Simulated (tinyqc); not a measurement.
Inside a calculation. Method: Ewald sum of point charges, fluorite lattice. Computed by tinyqc, a small Python program that keeps every step. Command: `OMP_NUM_THREADS=1 python tinyqc.py 29877 29878 out.jsonl` (the two numbers bound the seeds that draw the settings). One thread of a shared host (Intel(R) Xeon(R) Processor @ 2.60GHz), about 0.05 s of CPU time with the checks.

## Ewald sum with eta = 0.346 1/bohr

cell vectors (rows) (bohr):
```
         1        2        3
1  0.00000  4.76500  4.76500
2  4.76500  0.00000  4.76500
3  4.76500  4.76500  0.00000
```

Charges:
```
q              f1       f2       f3
4.00000   0.00000  0.00000  0.00000
-2.00000  0.25000  0.25000  0.25000
-2.00000  0.75000  0.75000  0.75000
```

Real space: 1/2 sum q_i q_j erfc(eta r)/r over all images with r > 0; reciprocal space: (2 pi/V) sum_(G != 0) exp(-G^2/4 eta^2)/G^2 |S(G)|^2 with S(G) = sum q exp(i G.r); self term -eta/sqrt(pi) sum q^2; background -pi Q^2/(2 V eta^2), Q the total charge.

Real-space shells (first ones):
```
r (bohr)  pairs  sum (hartree)
4.12661      16       -0.67409
4.76500      12        0.09933
6.73873      36        0.02085
7.90186      48       -0.00268
8.25322      16        0.00021
9.53000      18       2.35e-05
10.38508     48      -6.92e-06
10.65486     48       1.67e-06
11.67182     72       2.77e-07
12.37983     64      -2.86e-08
13.47746     36       4.55e-10
14.09506     96      -1.45e-10
```

Reciprocal shells (first ones that count):
```
G^2 (1/bohr^2)  vectors  sum (hartree)
1.30405               8        0.18715
1.73874               6        0.16988
4.78153              24        0.00011
5.21621               8        0.00005
8.25900              24       4.37e-08
8.69369              24       6.69e-08
```

## The total does not depend on eta

The same sums for other eta.

Totals (hartree per cell):
```
eta          real  reciprocal      self  background       total
0.34600  -0.55635     0.35720  -4.68503     0.00000  -4.8841869
0.50300  -0.04809     1.97480  -6.81090     0.00000  -4.8841869
0.68700  -0.00093     4.41910  -9.30236     0.00000  -4.8841869
```

shortest distance = 4.12661 bohr

Madelung constant -E d / (formula units |q+ q-|) = 2.51939
